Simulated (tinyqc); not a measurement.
Long-channel MOSFET, surface-potential model: one step of the calculation.

n-channel transistor on a uniformly doped p-type body, gradual-channel approximation, constant mobility, Boltzmann statistics, full ionisation. Potentials are counted from the neutral body; V is the electron quasi-Fermi potential, Vsb at the source and Vsb + Vds at the drain. Charges are magnitudes per area.

Problem. Surface potential at the source by Newton steps. With V = Vsb: G = psi - Vt + Vt e, e = exp((psi - 2 phiF - Vsb)/Vt); f = Vgs + Vsb - Vfb - psi - gamma sqrt(G); f' = -1 - gamma (1 + e)/(2 sqrt(G)); psi(new) = psi - f/f'.

Parameters, values chosen for the exercise; material values those of a made-up semiconductor:
```
symbol,value,unit,meaning
T,293,K,temperature
Vfb,-0.96,V,flat-band voltage
Vsb,0,V,source-body reverse bias
Vgs,0.86,V,gate-source voltage
```

Constants: q = 1.602176634e-19 C, kB = 1.380649e-23 J/K, Vt = kB T/q. Results are converted to the units shown.

psi after iteration 1 = 1.0551913 V
phiF = 0.46836329 V
gamma = 0.41111199 V^0.5

Wanted: G; f; f'; psi after iteration 2.

Solution.

G = 3.784 V
f = -0.03486 V
f' = -12.63
psi after iteration 2 = 1.052 V

Program tinyqc, `OMP_NUM_THREADS=1 python tinyqc.py 2360056 2360057 out.jsonl`; Intel Xeon 2.30GHz, shared host, one thread, about 0.03 s.
